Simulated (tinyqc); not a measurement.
Exponent and activation energy from three stresses.

Question. Oxide breakdown follows t63 = a V^(-n) exp(Ea q/(kB T)). Find n, Ea and the E-model slope gamma = n/E (cm/MV) at the higher voltage, E = V/tox.

Parameters, values chosen for the exercise: oxide thickness tox = 4.1 nm.

Constants: q = 1.602176634e-19 C, kB = 1.380649e-23 J/K. Results are converted to the units shown.

t63 at (4.36 V, 373 K), (5.81 V, 373 K) and (5.81 V, 398 K) (s): 8.6399172e5  22.280797  5.6732697

Solution. The two voltages give n and the two temperatures Ea.

n = 36.8
Ea = 0.700 eV
gamma = 2.60 cm/MV

tinyqc, about 0.01 s, one thread, Intel Xeon 2.30GHz (shared host): `OMP_NUM_THREADS=1 python tinyqc.py 2070166 2070167 out.jsonl`
